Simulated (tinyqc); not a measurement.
RHF in the 3-21g basis, for H2, spin multiplicity 1, step by step. One step of it, computed by the program tinyqc.

Question. Iteration 1: diagonalisation and new density. Diagonalise F' = X^T F X, C = X C', fill 1 alpha and 1 beta electrons from the bottom; D = 2 C_occ C_occ^T. Each column has its largest component positive (the first on a tie).

Fock matrix F (hartree), lower triangle:
```
           1H 1s      1H 2s      2H 1s      2H 2s
1H 1s   0.129637
1H 2s  -0.233091  -0.139063
2H 1s  -0.434355  -0.273918   0.003175
2H 2s  -0.268491  -0.176065  -0.301011  -0.159552
```

X:
```
               1          2          3         4
1H 1s  -0.722129   0.750770   0.926985  0.271050
1H 2s   2.325689  -0.641564   0.287830  0.317188
2H 1s   0.722129   0.750770  -0.926985  0.271050
2H 2s  -2.325689  -0.641564  -0.287830  0.317188
```

Give: F' = X^T F X; orbital energies; coefficients C; D after iteration 1.

Answer.

F' = X^T F X (hartree), lower triangle:
```
         1        2       3        4
1   0.7838
2   0.0440   0.3544
3  -0.6184   0.0541  0.8695
4   0.0130  -0.0865  0.0601  -0.3046
```

orbital energies (hartree): MO1 -0.3231, MO2 0.1915, MO3 0.3874, MO4 1.4473

coefficients C:
```
          MO1      MO2      MO3      MO4
1H 1s  0.3344  -0.1015  -0.7077   1.1811
1H 2s  0.0402   2.0297  -0.0067  -1.3721
2H 1s  0.4051  -0.2930  -0.6508  -1.1595
2H 2s  0.4079  -1.5275   1.2700   1.3752
```

D after iteration 1, lower triangle:
```
        1H 1s   1H 2s   2H 1s   2H 2s
1H 1s  0.2237
1H 2s  0.0269  0.0032
2H 1s  0.2710  0.0326  0.3283
2H 2s  0.2728  0.0328  0.3305  0.3327
```
